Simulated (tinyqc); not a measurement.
Error of the time step: velocity overshoot from momentum and energy balance equations after a field step. Computed by tinyqc, a small Python program. Command: `OMP_NUM_THREADS=1 python tinyqc.py 3003032 3003033 out.jsonl overshoot walk`. One thread of a shared host (Intel(R) Xeon(R) Processor @ 2.30GHz), about 0.02 s of CPU time with the checks.

At t = 0 the field jumps from 0 to F in a uniform sample. v is the drift velocity and u = w - (3/2) k_B T the excess energy per carrier.

Inputs (values chosen for the exercise, modelled on electrons in germanium except for tau_E): effective mass m = 0.12 m_0; low-field mobility mu_0 = 3800 cm^2/(V s); saturation velocity v_s = 0.65 1e7 cm/s; energy relaxation time tau_E = 0.36 ps; field after the step F = 8.4 kV/cm; lattice temperature T = 300 K; time step dt = 8.3 fs.

Scheme: explicit Euler.

Constants: m_0 = 9.1093837015e-31 kg; e = 1.602176634e-19 C; k_B = 8.617333262e-05 eV/K.

Method:
- dv/dt = e F/m - v/tau_m(u), du/dt = e F v - u/tau_E, tau_m(u) = tau_0/(1 + c u), tau_0 = m mu_0/e, c = mu_0/(e tau_E v_s^2); this choice gives the steady state v (1 + mu_0 F v/v_s^2) = mu_0 F, which saturates at v_s. Steady velocity v = 2 mu_0 F/(1 + sqrt(1 + 4 (mu_0 F/v_s)^2)); u = e F v tau_E; carrier temperature T + 2u/(3 k_B), neglecting the drift energy m v^2/2.
- Step: v_new = v + dt (e F/m - v/tau_m(u)), u_new = u + dt (e F v - u/tau_E). Start v = u = 0; the distance adds dt (v + v_new)/2.
- The peak velocity is recomputed with dt/2 and dt/4 and by an adaptive Runge-Kutta method (tolerance 1e-9).

tau_0 = 259.265 fs

acceleration e F/m = 0.0123117 1e7 cm/s per fs

c = 249.836 1/eV

steady velocity = 0.587179 1e7 cm/s

Peak velocity:
```
step      v_peak (1e7 cm/s)  error (%)
dt                   1.1040     3.4676
dt/2                 1.0849     1.6781
dt/4                 1.0758     0.8257
adaptive             1.0670     0.0000
```

What follows from these numbers?

The explicit scheme puts the peak 3.47 % too high; halving dt divides the error by 2.07, as a first-order method should.

Extremes, crossings and ranges named in words are read from the listed rows.
